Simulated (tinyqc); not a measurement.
What each parameter does: delta-doped layer in the Thomas-Fermi potential.

All donors ionised in the plane z = 0, zero temperature, energies from the Fermi level EF of the Thomas-Fermi model, which lies at the bulk band edge; c = hbar^2/2m0, q = e^2/(4 pi eps0). Layer in a (001) plane: two valleys with m_z = ml, m_d = mt (unprimed) and four with m_z = mt, m_d = sqrt(ml mt) (primed); m3 = (ml mt^2)^(1/3), gv = 6. With n = (gv/3 pi^2)(m3 (-V)/c)^(3/2) and V'' = -(4 pi q/eps) n for z > 0, the solution is V = -b/(|z| + z0)^4 with sqrt(b) = 20/K, K = (4 pi q/eps)(gv/3 pi^2)(m3/c)^(3/2), and z0^5 = 4b/(e F0), e F0 = 2 pi q N/eps; 1e13/cm^2 = 1e-3/angstrom^2. Exchange and correlation are left out.

Subbands solve -(c/m_z) psi'' + V psi = E psi on 1280 points of spacing z0/80; up to ten levels for each group, kept if bound with an rms width below 2.5 z0.

Constants: hbar^2/2m0 = 3.80998211 eV angstrom^2; e^2/(4 pi eps0) = 14.39964547 eV angstrom.

Values chosen for the exercise (near those of a delta-doped layer in Si; shifted at random, so the results belong to these values and not to a real crystal):
- ml = 0.927 m0 (longitudinal mass)
- mt = 0.191 m0 (transverse mass)
- eps = 11.5 (dielectric constant)
- N = 2.2 x 1e13/cm^2 (donor sheet density)

z0, depth, lowest level and its rms width.

One parameter was then changed.

Results before and after:
```
case     z0 (angstrom)  depth (eV)  lowest (eV)  rms z (angstrom)
base             27.19      0.1177      -0.0453              8.98
changed          30.12      0.0782      -0.0281             11.10
```

Which of these changes was made? (a) N = 1.32 x 1e13/cm^2; (b) eps = 10.3; (c) ml = 1.066 m0; (d) mt = 0.162 m0.

Answer: (a) N = 1.32 x 1e13/cm^2. Of the candidates, run in turn, only this one gives the changed row.

All candidates:
```
case                  z0 (angstrom)  depth (eV)  lowest (eV)  rms z (angstrom)
base                          27.19      0.1177      -0.0453              8.98
N = 1.32 x 1e13/cm^2          30.12      0.0782      -0.0281             11.10
eps = 10.3                    25.45      0.1230      -0.0460              8.81
ml = 1.066 m0                 26.44      0.1144      -0.0448              8.48
mt = 0.162 m0                 29.04      0.1257      -0.0514              8.66
```

Program tinyqc; command `OMP_NUM_THREADS=1 python tinyqc.py 1252778 1252779 out.jsonl`; about 0.2 s on one thread of a shared Intel(R) Xeon(R) Processor @ 2.30GHz.
